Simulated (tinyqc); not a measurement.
# Charges from the flat band at three thicknesses

Inverse problem. For a gate stack whose outer layer (permittivity e2) is made in three thicknesses t2, Vfb = V0 - (q/eps0) [Qb t2/e2 + r2 t2^2/(2 e2)], with Qb the sheet density of all charge below that layer and r2 the uniform density in it. Find V0, Qb and r2.

Inputs (values chosen for the exercise): relative permittivity of layer 2 e2 = 21.5.

Constants: q = 1.602176634e-19 C, eps0 = 8.8541878128e-14 F/cm where lengths are in cm. Results are converted to the units shown.

t2 (nm): [2.3, 4.2, 8.8]
Vfb (V): [-0.50036136, -0.49248577, -0.41679763]

Solution. A parabola through the three points gives the three coefficients.

V0 = -0.4916 V
Qb = 9.700e11 cm^-2
r2 = -4.500e18 cm^-3

Program tinyqc, `OMP_NUM_THREADS=1 python tinyqc.py 2010103 2010104 out.jsonl`; Intel Xeon 2.30GHz, shared host, one thread, about 0.01 s.
